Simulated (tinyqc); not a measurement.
What moves the results: deformation-potential model of the Delta valleys of a conduction band. A value that a table varies takes the place of the one given here.

Valleys with axes along x, y and z, each a pair at +k and -k. Herring-Vogt shift of a valley with unit axis a: dE = Xd tr(e) + Xu a.e.a. Non-degenerate shares n_i = exp(-dE_i/kT)/sum_j exp(-dE_j/kT). Inverse mass tensor of a valley: (1 - a a)/mt + a a/ml; the masses are taken as independent of strain.

s11 = (C11 + C12)/((C11 - C12)(C11 + 2 C12)), s12 = -C12/((C11 - C12)(C11 + 2 C12)), s44 = 1/C44; exx = s11 sxx + s12 (syy + szz) and cyclic, exy = s44 sxy/2; tension is positive. A uniaxial stress X along the unit vector n is s_ij = X n_i n_j.

Constants: kB = 8.617333262e-05 eV/K.

Values chosen for the exercise (near those of Si; not measured data): ml = 0.907 m0 (longitudinal mass); mt = 0.195 m0 (transverse mass); Xd = 1.13 eV (dilation potential); Xu = 8.86 eV (uniaxial potential); C11 = 167.6 GPa; C12 = 64.8 GPa; C44 = 77.4 GPa; load = uniaxial [100] (kind of stress); T = 200 K (temperature); X1 = 1 GPa (size of the stress); X = 1.84 GPa (stress).

## Sweep of a uniaxial [100] stress

m_c = 1/(u.M.u) along [001] with M = sum_i n_i (inverse mass tensor); gain against zero stress at a fixed scattering time.

Results:

| X (GPa) | spread (meV) | lowest edge (meV) | n x | n y | n z | m_c (m0) | gain (%) |
|---|---|---|---|---|---|---|---|
| -3.00 | 258.6 | -213.6 | 1.000 | 0.000 | 0.000 | 0.1950 | 35.4 |
| -1.50 | 129.3 | -106.8 | 0.999 | 0.001 | 0.001 | 0.1951 | 35.4 |
| -0.60 | 51.7 | -42.7 | 0.909 | 0.045 | 0.045 | 0.2022 | 30.6 |
| 0.00 | 0.0 | 0.0 | 0.333 | 0.333 | 0.333 | 0.2641 | 0.0 |
| 0.60 | 51.7 | -9.0 | 0.024 | 0.488 | 0.488 | 0.3160 | -16.4 |
| 1.50 | 129.3 | -22.5 | 0.000 | 0.500 | 0.500 | 0.3209 | -17.7 |
| 3.00 | 258.6 | -45.0 | 0.000 | 0.500 | 0.500 | 0.3210 | -17.7 |

What can be read from the table?

Along [001] the gain is +35.4 % at -3.00 GPa and -17.7 % at 3.00 GPa. The slope at zero stress (from +/- 0.001 GPa), -59.1 % per GPa, carried to the ends would give +177 and -177 %; the response falls behind at both ends, as it saturates once the spread passes a few kT (kT = 17.2 meV, spread up to 259 meV).

## Gain for each load and current direction

Each load has the size X1. Gain m_c(0)/m_c - 1 in per cent from repopulation alone, m_c = 1/(u.M.u), M = sum_i n_i (inverse mass tensor); biaxial means sxx = syy.

Gain (%); + is tension, - compression:

| load | [100] | [010] | [001] | [110] | [1-10] | [111] |
|---|---|---|---|---|---|---|
| uniaxial [110] (+) | 27.9 | 27.9 | -55.9 | 27.9 | 27.9 | 0.0 |
| uniaxial [110] (-) | -15.6 | -15.6 | 31.3 | -15.6 | -15.6 | 0.0 |
| uniaxial [100] (+) | 35.1 | -17.5 | -17.5 | 8.8 | 8.8 | 0.0 |
| uniaxial [100] (-) | -69.5 | 34.7 | 34.7 | -17.4 | -17.4 | 0.0 |
| uniaxial [111] (+) | 0.0 | 0.0 | 0.0 | 0.0 | 0.0 | 0.0 |
| uniaxial [111] (-) | 0.0 | 0.0 | 0.0 | 0.0 | 0.0 | 0.0 |
| biaxial (001) (+) | 34.7 | 34.7 | -69.5 | 34.7 | 34.7 | 0.0 |
| biaxial (001) (-) | -17.5 | -17.5 | 35.1 | -17.5 | -17.5 | 0.0 |

What does this show, and why?

The largest gain is +35.1 %, for uniaxial [100] (+) with the current along [100] and biaxial (001) (-) with the current along [001]; for a [110] channel it is +34.7 %, under biaxial (001) (+). No gain or loss appears under uniaxial [111]: the valleys stay equivalent (in real silicon shear also changes the masses, which this model leaves out).

## Temperature and repopulation

The load is fixed; m_c along [001] as 1/(u.M.u).

Results:

| T (K) | kT (meV) | n x | n y | n z | m_c (m0) |
|---|---|---|---|---|---|
| 50 | 4.31 | 0.000 | 0.500 | 0.500 | 0.3210 |
| 77 | 6.64 | 0.000 | 0.500 | 0.500 | 0.3210 |
| 150 | 12.93 | 0.000 | 0.500 | 0.500 | 0.3210 |
| 225 | 19.39 | 0.000 | 0.500 | 0.500 | 0.3210 |
| 300 | 25.85 | 0.001 | 0.499 | 0.499 | 0.3208 |
| 400 | 34.47 | 0.005 | 0.498 | 0.498 | 0.3200 |
| 500 | 43.09 | 0.012 | 0.494 | 0.494 | 0.3184 |

What can be read from the table?

The largest share falls from 0.500 at 50 K to 0.494 at 500 K (equal shares: 0.333); m_c goes from 0.3210 to 0.3184, against 0.2641 without stress. Only spread/kT enters, so the small-stress response goes as 1/T.

## What each parameter does

Spread of the valley edges, lowest edge, largest share and m_c along [001]. Each row changes one parameter from the base and keeps the others.

Results:

| case | spread (meV) | lowest edge (meV) | largest share | m_c (m0) |
|---|---|---|---|---|
| base | 158.58 | -27.58 | 0.5000 | 0.3210 |
| ml = 0.726 m0 | 158.58 | -27.58 | 0.5000 | 0.3074 |
| mt = 0.234 m0 | 158.58 | -27.58 | 0.5000 | 0.3720 |
| Xd = 0.904 eV | 158.58 | -28.98 | 0.5000 | 0.3210 |
| Xu = 7.088 eV | 126.87 | -20.67 | 0.4998 | 0.3209 |
| C11 = 134.08 GPa | 235.31 | -49.94 | 0.5000 | 0.3210 |
| C12 = 51.84 GPa | 140.83 | -19.25 | 0.4999 | 0.3210 |
| C44 = 92.88 GPa | 158.58 | -27.58 | 0.5000 | 0.3210 |
| X = 1.472 GPa | 126.87 | -22.06 | 0.4998 | 0.3209 |
| T = 240 K | 158.58 | -27.58 | 0.4999 | 0.3209 |

What does this show?

The largest shifts from the base row, up to three for each result and ties (the steps differ in size, so this ranks the rows, not the parameters). spread (meV): C11 +76.73, Xu -31.72, X -31.72; unchanged at the printed digits by ml, mt, Xd, C44 and T. lowest edge (meV): C11 -22.36, C12 +8.33, Xu +6.92; unchanged at the printed digits by ml, mt, C44 and T. largest share: Xu -0.0001, X -0.0001, T -0.0001; unchanged at the printed digits by ml, mt, Xd, C11 and C44. m_c (m0): mt +0.0510, ml -0.0136, Xu -0.0001, X -0.0001; unchanged at the printed digits by Xd, C11, C12 and C44. Xd moves all valleys together, so it shifts the edge and nothing else.

Computed by tinyqc, a small Python program: `OMP_NUM_THREADS=1 python tinyqc.py 1051287 1051288 out.jsonl` (the numbers bound the seed that draws the inputs); one thread of a shared host (Intel(R) Xeon(R) Processor @ 2.30GHz), about 0.01 s for the whole set of steps.
